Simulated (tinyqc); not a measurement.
Trap in a gate oxide as a short-range spherical well: sweeps and comparisons. A value that a table varies takes the place of the one given here.

A spherical well of radius R and depth V0 below the conduction edge, one mass m, c = hbar^2/2m0. The s level at binding Et solves k cot(k R) = -kappa with k = sqrt(m (V0 - Et)/c), kappa = sqrt(m Et/c); it exists for V0 > Vc = c (pi/2R)^2/m. Outside, psi falls as exp(-kappa r)/r.

Lucovsky model (delta well, plane-wave final states, no local-field factor): sigma = (32 pi alpha c/(3 n_r m Et)) (x - 1)^(3/2)/x^3, x = h nu/Et, c = hbar^2/2m0; 1 angstrom^2 = 1e-16 cm^2.

Energies from the conduction edge of the channel. The trap level at depth x is E_T = dEc - Et - e Fox x (1 MV/cm = 0.01 eV/angstrom). An electron at the channel edge tunnels with the WKB exponent S = (4/3) sqrt(m/c) [dEc^(3/2) - (dEc - e Fox x)^(3/2)]/(e Fox), c = hbar^2/2m0; tau = t0 exp(S); the occupation is f = 1/(1 + exp((E_T - EF)/kB T)), tau_c = tau/f and tau_e = tau/(1 - f). Lattice relaxation is left out; a level below the channel edge needs phonons as well, so tau is then a lower bound, while a level above it can also empty elastically at its own energy, through a thinner barrier, faster than this tau.

Constants: hbar^2/2m0 = 3.80998211 eV angstrom^2; fine-structure constant alpha = 0.007297352564; kB = 8.617333262e-05 eV/K.

Parameters, chosen for this exercise (near those of Al2O3 on GaAs; not measured data):
- R = 4.2 angstrom (radius of the well)
- m = 0.315 m0 (mass)
- fV = (1.05, 1.09, 1.34, 1.6, 2.16, 3.21, 5.78) (V0/Vc)
- n_r = 1.74 (refractive index)
- xs = (1.1, 1.26, 1.58, 1.95, 2.33, 2.73, 3.93, 8.09) (photon energies h nu/Et)
- dEc = 1.89 eV (conduction offset to the channel)
- Fox = 3.5 MV/cm (oxide field, lowering levels away from the channel)
- t0 = 11 x 1e-11 s (time constant at the interface)
- T = 400 K (temperature)
- EF = -0.02 eV (Fermi level above the channel edge)
- ds = (2, 4, 7, 10, 14, 19) angstrom (depths)
- V0 = 4.32 eV (depth of the well)
- x = 7 angstrom (depth of the trap)

## From threshold to a deep level

Et against the depth at fixed R; near threshold Et = (pi^2/16)(V0 - Vc)^2/Vc.

Results:
```
V0/Vc,V0 (eV),Et (eV),threshold form (eV),1/kappa (angstrom),share outside
1.05,1.776,0.002517,0.002609,69.3,0.942
1.09,1.844,0.007932,0.008453,39.0,0.899
1.34,2.267,0.09690,0.1206,11.2,0.696
1.60,2.707,0.2631,0.3757,6.8,0.557
2.16,3.654,0.7748,1.404,4.0,0.382
3.21,5.431,2.027,5.097,2.4,0.230
5.78,9.779,5.699,23.84,1.5,0.107
```

The threshold form holds to 10 % up to V0/Vc = 1.09 of those listed. There the state is mostly outside the well (94 % in the first row) and knows only Et, which is why a delta-well model works; more than half is inside from V0/Vc = 2.16 on. A second s level would need V0/Vc > 9.

## Neutral against charged centre

Et = 1.21204 eV

Lucovsky cross-section, its shape relative to the peak, and the shape of a hydrogen-like centre relative to threshold: x^-4 exp(4 - 4 atan(e)/e)/(1 - exp(-2 pi/e)), e = sqrt(x - 1).

Results:
```
x,h nu (eV),sigma (1e-18 cm^2),relative to peak,hydrogen-like
1.10,1.333,3.33,0.190,0.775
1.26,1.527,9.29,0.530,0.536
1.58,1.915,15.7,0.896,0.287
1.95,2.363,17.5,0.999,0.159
2.33,2.824,17.0,0.970,0.095
2.73,3.309,15.7,0.895,0.060
3.93,4.763,11.6,0.661,0.021
8.09,9.805,5.00,0.285,0.002
```

The short-range centre starts from zero, reaches half its peak at x = 1.24 and peaks at x = 2; in the last row it still has 29 % of the peak. The Coulomb centre is largest at threshold and is down to 0.2 % there. Reading the peak as the threshold would misplace the level by a factor 2, here 1.21 eV. Rows above the gap, about 6.5 eV, are hidden by band-to-band absorption.

## Depth of the trap

Each depth has its own level and time; the corner frequency is 1/(2 pi tau).

Results:
```
x (angstrom),E_T (eV),S,tau (s),corner (Hz),f
2,0.608,1.57,5.3e-10,3.0e+08,0.000
4,0.538,3.10,2.4e-09,6.5e+07,0.000
7,0.433,5.35,2.3e-08,6.9e+06,0.000
10,0.328,7.53,2.0e-07,7.8e+05,0.000
14,0.188,10.32,3.3e-06,4.8e+04,0.002
19,0.013,13.61,9.0e-05,1.8e+03,0.278
```

tau spans 5.2 decades, one decade for each 3.00 angstrom at the start and 3.50 at the end, where the field has thinned the barrier. Traps spread evenly in depth are thus spread nearly evenly in ln tau; if levels near EF exist at every depth, this sums to 1/f noise and to charging that grows as ln t. With the single Et of this table only depths where f is neither 0 nor 1 contribute. The level stays above EF at all these depths.

## What each parameter does

Et from the well, then the level and the time. Each row changes one parameter from the base and keeps the others.

Results:
```
case,Et (eV),E_T (eV),log10 tau (s),ln(tau_c/tau_e)
base,1.212,0.433,-7.63,13.1
x = 9 angstrom,1.212,0.363,-7.00,11.1
Fox = 4.5 MV/cm,1.212,0.363,-7.66,11.1
dEc = 1.74 eV,1.212,0.283,-7.74,8.8
m = 0.347 m0,1.383,0.262,-7.52,8.2
V0 = 4.54 eV,1.366,0.279,-7.63,8.7
T = 450 K,1.212,0.433,-7.63,11.7
EF = 0.03 eV,1.212,0.433,-7.63,11.7
```

The largest shifts from the base row, up to three for each result and ties (the steps differ in size, so this ranks the rows, not the parameters). Et (eV): m +0.171, V0 +0.154; unchanged at the printed digits by x, Fox, dEc, T and EF. E_T (eV): m -0.171, V0 -0.154, dEc -0.150; unchanged at the printed digits by T and EF. log10 tau (s): x +0.63, m +0.12, dEc -0.10; unchanged at the printed digits by V0, T and EF. ln(tau_c/tau_e): m -5.0, V0 -4.5, dEc -4.4.

(tinyqc, `OMP_NUM_THREADS=1 python tinyqc.py 1282313 1282314 out.jsonl`, Intel(R) Xeon(R) Processor @ 2.30GHz, 1 thread, shared host, about 0.01 s.)
